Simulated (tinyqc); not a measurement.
## Radius, Mott density and mass from the binding energy

Inverse problem. A donor has the isolated binding energy E0 = cc Ry, Ry = (m0 q^3/(8 eps0^2 h^2)) me/eps_r^2 in eV, radius a = q/(8 pi eps0 eps_r E0) and Mott density (0.26/a)^3. Find a, the Mott density and me.

Inputs (values chosen for the exercise):
```
symbol  value  unit                                                 meaning
eps_r    9.54                                         relative permittivity
cc        1.4        ratio of the true binding energy to the hydrogenic one
```

Constants: q = 1.602176634e-19 C, eps0 = 8.8541878128e-12 F/m, h = 6.62607015e-34 J s, m0 = 9.1093837015e-31 kg. Results are converted to the units shown.

E0 = 42.276919 meV

Answer. Each follows directly from E0.

a = 1.79 nm
Mott density = 3.09e18 cm^-3
me = 0.202 m0

Program tinyqc, `OMP_NUM_THREADS=1 python tinyqc.py 2330041 2330042 out.jsonl`; Intel Xeon 2.30GHz, shared host, one thread, about 0.01 s.
